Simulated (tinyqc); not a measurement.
From results back to parameters: three-band tight binding of a dichalcogenide monolayer. Three cases, with inputs chosen for the exercise.

Problem. In the three-band model the dz2 level is e1 + 6 t0 at Gamma and e1 - 3 t0 at K; without spin-orbit coupling the other levels are e2 + 3 s at Gamma (twofold) and e2 - 3s/2 -/+ 3 sqrt3 t12 at K, s = t11 + t22, t12 > 0. The levels below come from hidden values.

Find: e1, t0, e2, t11 + t22, t12.

Method. The dz2 levels differ by 9 t0. The level at Gamma lies 9s/2 above the mean of the two at K, whose splitting is 6 sqrt3 t12. t1, t2 and t11 - t22 need masses or other points.

Case 1.

dz2 levels (eV): Gamma -0.2840, K 1.5520

other levels (eV): Gamma 3.07500, K lower -0.02091, K upper 3.47091

Solution.

e1, t0, e2, t11 + t22, t12 (eV): 0.940  -0.204  2.175  0.300  0.336

Case 2.

dz2 levels (eV): Gamma -0.3060, K 1.5570

other levels (eV): Gamma 3.05800, K lower 0.04764, K upper 3.40436

Solution.

e1, t0, e2, t11 + t22, t12 (eV): 0.936  -0.207  2.170  0.296  0.323

Case 3.

dz2 levels (eV): Gamma -0.2780, K 1.5670

other levels (eV): Gamma 3.06500, K lower 0.02416, K upper 3.43284

Solution.

e1, t0, e2, t11 + t22, t12 (eV): 0.952  -0.205  2.174  0.297  0.328

Computed by tinyqc, one run a case: `OMP_NUM_THREADS=1 python tinyqc.py N N+1 out.jsonl` with N = 1450889, 1451011, 1451110; one thread of a shared Intel(R) Xeon(R) Processor @ 2.30GHz, about 0.02 s a run at most.
